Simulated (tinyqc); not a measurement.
Comparisons within one model: round or elliptic silicon nanowire with anisotropic valleys (Ritz method). A value that a table varies takes the place of the one given here.

Wire along x = [110] on a (001) wafer, y = [-110], z = [001]. Valley groups (w = inverse masses): A, two valleys along z: w_y = 1/mt, w_z = 1/ml, m_x = mt; B, four valleys in the wafer plane: w_y = (1/ml + 1/mt)/2, w_z = 1/mt, m_x = (ml + mt)/2.

Hard wall on the ellipse (y/a)^2 + (z/b)^2 = 1, c = hbar^2/2m0. With u = y/a, v = z/b the operator is -c [(w_y/a^2) d2/du2 + (w_z/b^2) d2/dv2] on the unit disc. Basis (1 - u^2 - v^2) u^i v^j; S, X and Y are the disc integrals of f f', (df/du)(df'/du) and (df/dv)(df'/dv), from the integral of u^p v^q = 2 Gamma((p+1)/2) Gamma((q+1)/2)/((p + q + 2) Gamma((p+q+2)/2)) for even p, q; H = c (w_y X/a^2 + w_z Y/b^2).

Converged values use 21 functions of each parity class (e or o in u, then in v).

Constants: hbar^2/2m0 = 3.80998211 eV angstrom^2.

Inputs chosen for the exercise (near those of a Si nanowire; shifted at random, so the results belong to these values and not to a real crystal): ml = 0.916 m0 (longitudinal mass); mt = 0.193 m0 (transverse mass); a = 16 angstrom (semi-axis along y); b = 16 angstrom (semi-axis along z); asp = (0.4, 0.6, 0.8, 1, 1.3, 1.8, 2.5) (ratios a/b); area = 8 nm^2 (cross-section, kept fixed); hw = 1 (height over mean width).

## Size of the basis

Lowest level of each group with 1, 3, 6 and 21 even functions.

Levels (meV):
```
functions       A       B
1          280.08  371.38
3          265.71  357.42
6          265.46  357.35
21         265.46  357.35
```

What does this show?

One function errs by 5.5 % for A and 3.9 % for B, six by 0.0015 and 0.0001 meV. The error grows with the axis ratio of the stretched ellipse (2.18, 1.29); for a circle it is 6/5.783 - 1 = 3.7 %.

## Flattening the wire at fixed area

a = sqrt(area x ratio/pi), b = a/ratio, 1 nm^2 = 100 angstrom^2; lowest level of each group.

Levels (eV):
```
a/b  a (angstrom)  b (angstrom)       A       B
0.4          10.1          25.2  0.5400  0.4237
0.6          12.4          20.6  0.3844  0.3600
0.8          14.3          17.8  0.3093  0.3489
1.0          16.0          16.0  0.2669  0.3592
1.3          18.2          14.0  0.2321  0.3929
1.8          21.4          11.9  0.2093  0.4696
2.5          25.2          10.1  0.2076  0.5923
```

What does this show?

Each group is lowest where its stretched ellipse is a circle, at a/b = sqrt(w_y/w_z): 2.18 for A and 0.78 for B. The lowest group is B in the first row and A in the last, crossing between a/b = 0.6 and 0.8; B - A is -116 meV in the first row and +385 meV in the last.

## Shape of the cross-section

Equal area, hard walls, lowest level of -c (w_y d2/dy2 + w_z d2/dz2), c = hbar^2/2m0. Rectangle W x H with H/W = hw; ellipse with b/a = hw; trapezoid of height H, base W/0.8 and top 0.6 of the base; isosceles triangle of height H and base 2W. Ellipse, trapezoid and triangle by converged Ritz bases; 1 nm^2 = 100 angstrom^2.

Levels:
```
shape      A (eV)  B (eV)  B - A (meV)
rectangle  0.2949  0.3910         96.1
ellipse    0.2669  0.3592         92.4
trapezoid  0.2902  0.3986        108.5
triangle   0.2616  0.5173        255.6
```

W = 28.3 angstrom
H = 28.3 angstrom

What can be read from the table?

For group A the order is triangle, ellipse, trapezoid, rectangle, spanning 13 %. For group B the order is ellipse, rectangle, trapezoid, triangle, spanning 44 %. The ellipse lies below the rectangle for both groups, since corners hold little of the wave function. The triangle is lowest for A, whose light mass lies across the width and gains from the wide base. The spacing B - A of the valley groups runs from 92 to 256 meV.

## What each parameter does

Lowest level of groups A and B. Each row changes one parameter from the base and keeps the others.

Results:
```
case             A (eV)  B (eV)  B - A (meV)
base             0.2655  0.3573         91.9
a = 19 angstrom  0.2030  0.3171        114.1
b = 19 angstrom  0.2500  0.2931         43.1
ml = 1.026 m0    0.2598  0.3548         94.9
mt = 0.212 m0    0.2463  0.3275         81.2
```

How do the results move?

The largest shifts from the base row, up to three for each result and ties (the steps differ in size, so this ranks the rows, not the parameters). A (eV): a -0.0624, mt -0.0192, b -0.0155. B (eV): b -0.0643, a -0.0402, mt -0.0299. B - A (meV): b -48.8, a +22.2, mt -10.7.

Run: tinyqc, `OMP_NUM_THREADS=1 python tinyqc.py 1280076 1280077 out.jsonl`; Intel(R) Xeon(R) Processor @ 2.30GHz, one thread, shared host; about 0.04 s of CPU time with all checks.
